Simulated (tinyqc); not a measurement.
What each parameter does: type-II superlattice in the two-band Kane model.

Motion along the axis, period d = a + b, c = hbar^2/2m0. Conduction and light-hole bands couple: (E - Ec)(E - Ev) = Ep c k^2 in each layer, with mass m(E) = (E - Ev)/Ep, which may be negative. The conduction envelope psi and psi'/m(E) are continuous; a layer carries them by [[cos kt, (m/k) sin kt], [-(k/m) sin kt, cos kt]] (cosh and sinh for k^2 < 0), and cos(q d) = tr(M_B M_A)/2. C1 is the first miniband above EvB, with its bottom at tr/2 = +1 and its top at -1; the gap is the bottom of C1 less the top heavy-hole level HH1.

Heavy holes are uncoupled: with e = EvB - E, p = sqrt(mhB e/c), w = sqrt(mhA (EvB - EvA - e)/c), the top level HH1 at q = 0 solves (p/mhB) tan(p b/2) = (w/mhA) tanh(w a/2).

Constants: hbar^2/2m0 = 3.80998211 eV angstrom^2.

Values chosen for the exercise (near those of an InAs/GaSb superlattice; the results hold for these values, not for the real material): a = 33 angstrom (layer A); b = 56 angstrom (layer B); EcA = 0 eV (conduction edge of A); EvA = -0.417 eV (valence edge of A); EcB = 1.001 eV (conduction edge of B); EvB = 0.177 eV (valence edge of B); EpA = 14.5 eV (coupling energy in A); EpB = 17.9 eV (coupling energy in B); mhA = 0.33 m0 (heavy hole in A); mhB = 0.28 m0 (heavy hole in B).

Bottom and width of C1, HH1 and the gap.

One parameter was then changed.

Results before and after:

| case | C1 (eV) | width (meV) | HH1 (eV) | gap (meV) |
|---|---|---|---|---|
| base | 0.3649 | 31.7 | 0.1466 | 218.3 |
| changed | 0.3974 | 33.1 | 0.1466 | 250.8 |

Which of these changes was made? (a) EvA = -0.447 eV; (b) EpA = 15.7 eV; (c) EcB = 1.051 eV; (d) EvB = 0.157 eV; (e) b = 59 angstrom; (f) a = 30 angstrom; (g) mhB = 0.32 m0.

Answer: (f) a = 30 angstrom. Of the candidates, run in turn, only this one gives the changed row.

All candidates:

| case | C1 (eV) | width (meV) | HH1 (eV) | gap (meV) |
|---|---|---|---|---|
| base | 0.3649 | 31.7 | 0.1466 | 218.3 |
| a = 30 angstrom | 0.3974 | 33.1 | 0.1466 | 250.8 |
| b = 59 angstrom | 0.3672 | 27.8 | 0.1492 | 218.0 |
| EvB = 0.157 eV | 0.3621 | 29.5 | 0.1268 | 235.3 |
| EcB = 1.051 eV | 0.3703 | 28.3 | 0.1466 | 223.7 |
| EvA = -0.447 eV | 0.3604 | 31.4 | 0.1464 | 214.1 |
| EpA = 15.7 eV | 0.3742 | 33.0 | 0.1466 | 227.6 |
| mhB = 0.32 m0 | 0.3649 | 31.7 | 0.1493 | 215.6 |

Run: tinyqc, `OMP_NUM_THREADS=1 python tinyqc.py 1250838 1250839 out.jsonl`; Intel(R) Xeon(R) Processor @ 2.30GHz, one thread, shared host; about 0.06 s of CPU time with all checks.
